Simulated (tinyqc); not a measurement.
Electron mobility in a silicon inversion layer, empirical terms and Matthiessen rule: two steps of the calculation.

Inversion layer of sheet density Ns on a uniformly doped body, under a high-permittivity gate with an interlayer. The mobility terms are empirical power laws with prefactors chosen for the exercise; adding their inverses (Matthiessen) is itself an approximation.

Parameters, values chosen for the exercise; material values close to those of silicon:
```
symbol   value        unit                                                meaning
T          300           K                                            temperature
eps_r     11.6                         relative permittivity of the semiconductor
Nb        4e17       cm^-3                                            body doping
eta        0.5              weight of the inversion charge in the effective field
Ap         474  cm^2/(V s)           phonon-limited mobility at 1 MV/cm and 300 K
As        1060  cm^2/(V s)                  roughness-limited mobility at 1 MV/cm
gs           2                                     exponent of the roughness term
Ac        3600  cm^2/(V s)                                      Coulomb prefactor
Nit     1.5e10       cm^-2                                charge at the interface
Ar         180  cm^2/(V s)              remote-phonon mobility without interlayer
ti           1          nm                                   interlayer thickness
lr         0.7          nm                         decay length of remote phonons
Ns      4.6e12       cm^-2                                      inversion density
WL          10                                                          ratio W/L
Vd        0.05           V                                          drain voltage
I          118          uA                                measured linear current
```

Constants: q = 1.602176634e-19 C, eps0 = 8.8541878128e-14 F/cm where lengths are in cm. Results are converted to the units shown.

Question 1. Mobility terms and their sum. With t = T/(300 K): muC = Ac (Ns/1e12 cm^-2) t/(Nb/1e17 cm^-3 + Nit/1e11 cm^-2), muP = Ap E^(-1/3) t^(-1.75), muS = As E^(-gs), muR = Ar exp(2 ti/lr)/t; 1/mu is the sum of the inverses.

E = 0.79310649 MV/cm

Give: terms; mu; shares of 1/mu.

Answer 1.

terms (cm^2/(V s)): Coulomb 3990.4, phonon 512.08, roughness 1685.2, remote phonon 3134.1
mu = 320.93 cm^2/(V s)
shares of 1/mu (%): Coulomb 8.0427, phonon 62.673, roughness 19.045, remote phonon 10.240

The phonon term limits most.

Question 2. Inversion density for the measured current. I = (W/L) q Ns mu Vd. E = q (Ndep + eta Ns)/(eps0 eps_r) in MV/cm. Ns(new) = I/((W/L) q mu Vd).

Ns after iteration 1 = 4.3885355e12 cm^-2
Ndep = 2.7842609e12 cm^-2

Give: E; mu; Ns after iteration 2.

Answer 2.

E = 0.77661 MV/cm
mu = 323.63 cm^2/(V s)
Ns after iteration 2 = 4.5515e12 cm^-2

Program tinyqc, `OMP_NUM_THREADS=1 python tinyqc.py 2510019 2510020 out.jsonl`; Intel Xeon 2.30GHz, shared host, one thread, about 0.01 s.
